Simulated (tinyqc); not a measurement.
Crystallisation kinetics and data retention of a phase-change cell: two steps of the calculation.

Johnson-Mehl-Avrami-Kolmogorov law X = 1 - exp(-y^n), y = integral of k dt, k = (1/100 s) exp[-(Ec q/kB)(1/T - 1/T1)].

Inputs (values chosen for the exercise); values of the order of Ge-Sb-Te and related chalcogenides:

| symbol | value | unit | meaning |
|---|---|---|---|
| Ec | 2.36 | eV | activation energy of crystallisation |
| T1 | 438 | K | temperature at which the rate k is 1/(100 s) |
| n | 2 |  | Avrami exponent |
| Xf | 0.3 |  | crystalline share at which the state is lost |
| T | 373 | K | storage temperature |
| b | 5 | K/min | heating rate |
| Ta | 403 | K | start of the ramp table |
| dT | 4 | K | step of the table |
| m | 10 |  | steps |

Constants: q = 1.602176634e-19 C, kB = 1.380649e-23 J/K. Results are converted to the units shown.

Question 1. Retention. At fixed T the state fails at t = (-ln(1 - Xf))^(1/n)/k; ten years are 3.15576e8 s.

Give: k; y at failure; time to fail; the same in years; temperature for ten years.

Answer 1.

k = 1.8531e-7 1/s
y at failure = 0.59722
time to fail = 3.2228e6 s
the same in years = 0.10212
temperature for ten years = 351.08 K

The cell misses ten years at 373 K.

Question 2. A heating ramp. T rises at the rate b. Start with y = k (kB Ta^2/(q Ec))/b, the integral from cold to Ta to leading order; over each step k is taken as exponential in T, so y gains (dT/b)(k2 - k1)/ln(k2/k1). dX/dt = n y^(n - 1) k exp(-y^n), listed as 0 once y^n exceeds 23.

Find: T; k; y; X; dX/dt.

Answer 2.

```
point  T (K)    k (1/s)          y          X  dX/dt (1/s)
0        403  4.3816e-5  0.0031180  9.7221e-6    2.7323e-7
1        407  8.5445e-5  0.0061099  3.7330e-5    1.0441e-6
2        411  1.6447e-4   0.011902  1.4166e-4    3.9147e-6
3        415  3.1263e-4   0.022975  5.2770e-4    1.4357e-5
4        419  5.8699e-4   0.043879  0.0019235    5.1413e-5
5        423  0.0010891   0.082871  0.0068440    1.7927e-4
6        427  0.0019974    0.15476   0.023665    6.0358e-4
7        431  0.0036222    0.28578   0.078423    0.0019079
8        435  0.0064972    0.52196    0.23848    0.0051650
9        439   0.011531    0.94314    0.58915    0.0089362
10       443   0.020253     1.6864    0.94180    0.0039753
```

Range of the model: One Arrhenius rate is assumed; incubation, growth from the boundary and the non-Arrhenius kinetics of the supercooled liquid are left out.

Numbers from tinyqc (`OMP_NUM_THREADS=1 python tinyqc.py 2490137 2490138 out.jsonl`; about 0.04 s on one thread of a shared Intel Xeon 2.30GHz).
